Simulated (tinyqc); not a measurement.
RKS/PBE in the sto-3g basis, for BeH2, spin multiplicity 1, step by step. One step of it, computed by the program tinyqc.

Question. Iteration 1: building the Kohn-Sham matrix. J_ij = sum D_kl (ij|kl); F = H + J + V_xc; E = tr D H + tr D J / 2 + E_xc + E_nn.

D at the start:
```
            1Be 1s     1Be 2s   1Be 2px    1Be 2py    1Be 2pz      2H 1s      3H 1s
1Be 1s    2.152857  -0.520332  0.000000   0.000000   0.001738  -0.032883  -0.032883
1Be 2s   -0.520332   2.034058  0.000000   0.000000  -0.004215   0.133812   0.133812
1Be 2px   0.000000   0.000000  0.000000   0.000000   0.000000   0.000000   0.000000
1Be 2py   0.000000   0.000000  0.000000   0.002796   0.000000   0.035750  -0.035750
1Be 2pz   0.001738  -0.004215  0.000000   0.000000   0.000026   0.002537   0.002537
2H 1s    -0.032883   0.133812  0.000000   0.035750   0.002537   0.923855   0.009733
3H 1s    -0.032883   0.133812  0.000000  -0.035750   0.002537   0.009733   0.923855
```

core Hamiltonian H = T + V (hartree):
```
            1Be 1s     1Be 2s    1Be 2px    1Be 2py    1Be 2pz      2H 1s      3H 1s
1Be 1s   -8.496494  -2.095592   0.000000   0.000000  -0.001862  -0.268953  -0.268953
1Be 2s   -2.095592  -2.716375   0.000000   0.000000  -0.018009  -0.836676  -0.836676
1Be 2px   0.000000   0.000000  -2.194765   0.000000   0.000000   0.000000   0.000000
1Be 2py   0.000000   0.000000   0.000000  -2.353975   0.000000  -0.956555   0.956555
1Be 2pz  -0.001862  -0.018009   0.000000   0.000000  -2.195829  -0.079430  -0.079430
2H 1s    -0.268953  -0.836676   0.000000  -0.956555  -0.079430  -1.880935  -0.030880
3H 1s    -0.268953  -0.836676   0.000000   0.956555  -0.079430  -0.030880  -1.880935
```

Two-electron integrals (ij|kl) in chemists' order, unique and non-zero (hartree):
```
(11|11) 2.298831    (21|11) 0.392036    (21|21) 0.079539    (22|11) 0.570988
(22|21) 0.143041    (22|22) 0.417683    (31|31) 0.014607    (32|31) 0.021888
(32|32) 0.092265    (33|11) 0.569578    (33|21) 0.143083    (33|22) 0.417589
(33|33) 0.449859    (41|41) 0.014607    (42|41) 0.021888    (42|42) 0.092265
(43|43) 0.024249    (44|11) 0.569578    (44|21) 0.143083    (44|22) 0.417589
(44|33) 0.401360    (44|44) 0.449859    (51|51) 0.014607    (52|51) 0.021888
(52|52) 0.092265    (53|53) 0.024249    (54|54) 0.024249    (55|11) 0.569578
(55|21) 0.143083    (55|22) 0.417589    (55|33) 0.401360    (55|44) 0.401360
(55|55) 0.449859    (61|11) 0.048945    (61|21) 0.009924    (61|22) 0.018008
(61|33) 0.017890    (61|41) 0.000873    (61|42) 0.001653    (61|44) 0.018252
(61|51) 0.000071    (61|52) 0.000135    (61|54) 0.000030    (61|55) 0.017892
(61|61) 0.001298    (62|11) 0.142473    (62|21) 0.036341    (62|22) 0.118901
(62|33) 0.114124    (62|41) 0.004679    (62|42) 0.030967    (62|44) 0.128248
(62|51) 0.000382    (62|52) 0.002531    (62|54) 0.001155    (62|55) 0.114218
(62|61) 0.005017    (62|62) 0.054798    (63|31) 0.003002    (63|32) 0.014814
(63|43) 0.005087    (63|53) 0.000416    (63|63) 0.004422    (64|11) 0.161810
(64|21) 0.041711    (64|22) 0.142676    (64|33) 0.134321    (64|41) 0.007453
(64|42) 0.047626    (64|44) 0.159138    (64|51) 0.000364    (64|52) 0.002682
(64|54) 0.001613    (64|55) 0.134419    (64|61) 0.005959    (64|62) 0.074035
(64|64) 0.102312    (65|11) 0.013227    (65|21) 0.003410    (65|22) 0.011663
(65|33) 0.010980    (65|41) 0.000364    (65|42) 0.002682    (65|44) 0.012177
(65|51) 0.003031    (65|52) 0.015033    (65|54) 0.005185    (65|55) 0.011819
(65|61) 0.000487    (65|62) 0.006052    (65|64) 0.008002    (65|65) 0.005076
(66|11) 0.313994    (66|21) 0.081385    (66|22) 0.299654    (66|33) 0.278870
(66|41) 0.011094    (66|42) 0.098250    (66|44) 0.340479    (66|51) 0.000907
(66|52) 0.008031    (66|54) 0.005036    (66|55) 0.279282    (66|61) 0.011390
(66|62) 0.182785    (66|64) 0.259940    (66|65) 0.021248    (66|66) 0.774606
(71|11) 0.048945    (71|21) 0.009924    (71|22) 0.018008    (71|33) 0.017890
(71|41) -0.000873   (71|42) -0.001653   (71|44) 0.018252    (71|51) 0.000071
(71|52) 0.000135    (71|54) -0.000030   (71|55) 0.017892    (71|61) 0.001186
(71|62) 0.004240    (71|64) 0.004732    (71|65) 0.000417    (71|66) 0.009465
(71|71) 0.001298    (72|11) 0.142473    (72|21) 0.036341    (72|22) 0.118901
(72|33) 0.114124    (72|41) -0.004679   (72|42) -0.030967   (72|44) 0.128248
(72|51) 0.000382    (72|52) 0.002531    (72|54) -0.001155   (72|55) 0.114218
(72|61) 0.004240    (72|62) 0.025934    (72|64) 0.029096    (72|65) 0.002847
(72|66) 0.063115    (72|71) 0.005017    (72|72) 0.054798    (73|31) 0.003002
(73|32) 0.014814    (73|43) -0.005087   (73|53) 0.000416    (73|63) 0.001536
(73|73) 0.004422    (74|11) -0.161810   (74|21) -0.041711   (74|22) -0.142676
(74|33) -0.134321   (74|41) 0.007453    (74|42) 0.047626    (74|44) -0.159138
(74|51) -0.000364   (74|52) -0.002682   (74|54) 0.001613    (74|55) -0.134419
(74|61) -0.004732   (74|62) -0.029096   (74|64) -0.032112   (74|65) -0.003152
(74|66) -0.071079   (74|71) -0.005959   (74|72) -0.074035   (74|74) 0.102312
(75|11) 0.013227    (75|21) 0.003410    (75|22) 0.011663    (75|33) 0.010980
(75|41) -0.000364   (75|42) -0.002682   (75|44) 0.012177    (75|51) 0.003031
(75|52) 0.015033    (75|54) -0.005185   (75|55) 0.011819    (75|61) 0.000417
(75|62) 0.002847    (75|64) 0.003152    (75|65) 0.001842    (75|66) 0.007030
(75|71) 0.000487    (75|72) 0.006052    (75|74) -0.008002   (75|75) 0.005076
(76|11) 0.005170    (76|21) 0.001280    (76|22) 0.003647    (76|33) 0.003603
(76|44) 0.003725    (76|51) 0.000030    (76|52) 0.000150    (76|55) 0.003612
(76|61) 0.000162    (76|62) 0.001065    (76|64) 0.001291    (76|65) 0.000130
(76|66) 0.002740    (76|71) 0.000162    (76|72) 0.001065    (76|74) -0.001291
(76|75) 0.000130    (76|76) 0.000032    (77|11) 0.313994    (77|21) 0.081385
(77|22) 0.299654    (77|33) 0.278870    (77|41) -0.011094   (77|42) -0.098250
(77|44) 0.340479    (77|51) 0.000907    (77|52) 0.008031    (77|54) -0.005036
(77|55) 0.279282    (77|61) 0.009465    (77|62) 0.063115    (77|64) 0.071079
(77|65) 0.007030    (77|66) 0.157867    (77|71) 0.011390    (77|72) 0.182785
(77|74) -0.259940   (77|75) 0.021248    (77|76) 0.002740    (77|77) 0.774606
```

nuclear repulsion = 2.67537790 hartree

V_xc (hartree):
```
            1Be 1s     1Be 2s    1Be 2px    1Be 2py    1Be 2pz      2H 1s      3H 1s
1Be 1s   -1.488905  -0.210829   0.000000   0.000000  -0.000063  -0.026596  -0.026596
1Be 2s   -0.210829  -0.322607   0.000000   0.000000  -0.002226  -0.112599  -0.112599
1Be 2px   0.000000   0.000000  -0.308589   0.000000   0.000000   0.000000   0.000000
1Be 2py   0.000000   0.000000   0.000000  -0.341774   0.000000  -0.145854   0.145854
1Be 2pz  -0.000063  -0.002226   0.000000   0.000000  -0.309048  -0.012277  -0.012277
2H 1s    -0.026596  -0.112599   0.000000  -0.145854  -0.012277  -0.430879  -0.003037
3H 1s    -0.026596  -0.112599   0.000000   0.145854  -0.012277  -0.003037  -0.430879
```

E_xc = sum of w rho eps_xc = -3.52889225 hartree

Give: Coulomb J; Kohn-Sham matrix F; total energy of this density.

Answer.

Coulomb J (hartree):
```
         1Be 1s  1Be 2s  1Be 2px  1Be 2py  1Be 2pz  2H 1s   3H 1s
1Be 1s    6.377   1.227    0.000    0.000    0.002  0.154   0.154
1Be 2s    1.227   2.567    0.000    0.000    0.016  0.767   0.767
1Be 2px   0.000   0.000    2.521    0.000    0.000  0.000   0.000
1Be 2py   0.000   0.000    0.000    2.646    0.000  0.938  -0.938
1Be 2pz   0.002   0.016    0.000    0.000    2.522  0.078   0.078
2H 1s     0.154   0.767    0.000    0.938    0.078  2.151   0.023
3H 1s     0.154   0.767    0.000   -0.938    0.078  0.023   2.151
```

Kohn-Sham matrix F (hartree):
```
         1Be 1s  1Be 2s  1Be 2px  1Be 2py  1Be 2pz   2H 1s   3H 1s
1Be 1s   -3.608  -1.079    0.000    0.000    0.000  -0.141  -0.141
1Be 2s   -1.079  -0.472    0.000    0.000   -0.004  -0.183  -0.183
1Be 2px   0.000   0.000    0.018    0.000    0.000   0.000   0.000
1Be 2py   0.000   0.000    0.000   -0.049    0.000  -0.164   0.164
1Be 2pz   0.000  -0.004    0.000    0.000    0.017  -0.014  -0.014
2H 1s    -0.141  -0.183    0.000   -0.164   -0.014  -0.160  -0.011
3H 1s    -0.141  -0.183    0.000    0.164   -0.014  -0.011  -0.160
```

total energy of this density = -15.43142 hartree

This density is the starting one; it is not idempotent, so its energy is not variational and may lie below the converged one.
